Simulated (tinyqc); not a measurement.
From results back to parameters: Shockley-Read-Hall recombination through one deep level. Five cases, with inputs chosen for the exercise.

Problem. Deep-level transient spectroscopy: the emission rate is en = gam sigma T^2 exp(-dE/kB T), dE = Ec - Et. Two rates were computed from hidden dE and sigma.

Constants: kB = 8.617333262e-05 eV/K.

Case 1.

Values chosen (out of a larger set: gap and densities of states near those of Ge at this temperature; not measured data): gam = 2.1e+21 1/(cm^2 s K^2) (vth Nc/T^2, which does not depend on T); T1 = 123 K; T2 = 140 K.

en(T1) = 0.124361 1/s
en(T2) = 2.95718 1/s

Case 2.

Values chosen (out of a larger set: gap and densities of states near those of InP at this temperature; not measured data): gam = 1.1e+20 1/(cm^2 s K^2) (vth Nc/T^2, which does not depend on T); T1 = 234 K; T2 = 261 K.

en(T1) = 0.521670 1/s
en(T2) = 7.77331 1/s

Case 3.

Values chosen (out of a larger set: gap and densities of states near those of GaN at this temperature; not measured data): gam = 5.2e+20 1/(cm^2 s K^2) (vth Nc/T^2, which does not depend on T); T1 = 278 K; T2 = 306 K.

en(T1) = 16.6527 1/s
en(T2) = 181.413 1/s

Case 4.

Values chosen (out of a larger set: gap and densities of states near those of Ge at this temperature; not measured data): gam = 1.6e+21 1/(cm^2 s K^2) (vth Nc/T^2, which does not depend on T); T1 = 129 K; T2 = 147 K.

en(T1) = 0.138121 1/s
en(T2) = 3.39625 1/s

Case 5.

Values chosen (out of a larger set: gap and densities of states near those of InP at this temperature; not measured data): gam = 1.6e+20 1/(cm^2 s K^2) (vth Nc/T^2, which does not depend on T); T1 = 132 K; T2 = 153 K.

en(T1) = 0.356149 1/s
en(T2) = 12.7426 1/s

Find: ln(en/T^2) at T1 and T2; dE; sigma.

Solution. ln(en/T^2) against 1/T is a line of slope -dE/kB and intercept ln(gam sigma); plotting ln en alone would overstate dE by about 2 kB T.

Case 1.

ln(en/T^2) at T1 and T2: -11.7089  -8.7990

dE = 0.254 eV
sigma = 1.0e-16 cm^2

Case 2.

ln(en/T^2) at T1 and T2: -11.5614  -9.0783

dE = 0.484 eV
sigma = 2.3e-15 cm^2

Case 3.

ln(en/T^2) at T1 and T2: -8.4427  -6.2464

dE = 0.575 eV
sigma = 1.1e-14 cm^2

Case 4.

ln(en/T^2) at T1 and T2: -11.6993  -8.7582

dE = 0.267 eV
sigma = 1.4e-16 cm^2

Case 5.

ln(en/T^2) at T1 and T2: -10.7980  -7.5159

dE = 0.272 eV
sigma = 3.1e-15 cm^2

Computed by tinyqc, one run a case: `OMP_NUM_THREADS=1 python tinyqc.py N N+1 out.jsonl` with N = 1681333, 1681340, 1681382, 1681402, 1681418; one thread of a shared Intel(R) Xeon(R) Processor @ 2.30GHz, about 0.01 s a run at most.
